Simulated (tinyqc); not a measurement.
Thermal RC ladder, step response: two steps of the calculation.

A ladder of 2 nodes: R_i joins node i to node i + 1, the last R to the ambient; C_i is the heat capacity of node i; theta is the rise above ambient, zero at t = 0. d theta/dt = -A theta + b with b = (Pw/C_1, 0, ...), times in ms.

Values chosen for this exercise:
- R = [1, 0.56] K/W (resistances, junction to ambient)
- C = [0.56, 6.4] mJ/K (heat capacities of the nodes)
- Pw = 3.8 W (power at node 1 from t = 0)
- dt = 1.9 ms (time step)

Problem 1. The rate matrix. A = C^(-1) K, K_ii = 1/R_(i-1) + 1/R_i (no first term for node 1), K_(i,i+1) = K_(i+1,i) = -1/R_i.

Give: A.

Solution 1.

A (1/ms):
```
         node 1   node 2
node 1   1.7857  -1.7857
node 2  -0.1562   0.4353
```

Problem 2. One time step. Implicit Euler: (1 + dt A) theta(new) = theta + dt b.

A (1/ms):
```
            node 1      node 2
node 1   1.7857143  -1.7857143
node 2  -0.1562500   0.4352679
```

theta after step 1 (K): node 1 3.3561656, node 2 0.5453513

Wanted: theta after step 2.

Solution 2.

theta after step 2 (K): node 1 4.4934, node 2 1.0286

Computed by the program tinyqc: `OMP_NUM_THREADS=1 python tinyqc.py 2520070 2520071 out.jsonl`, one thread of a shared Intel Xeon 2.30GHz, about 0.01 s for the whole run.
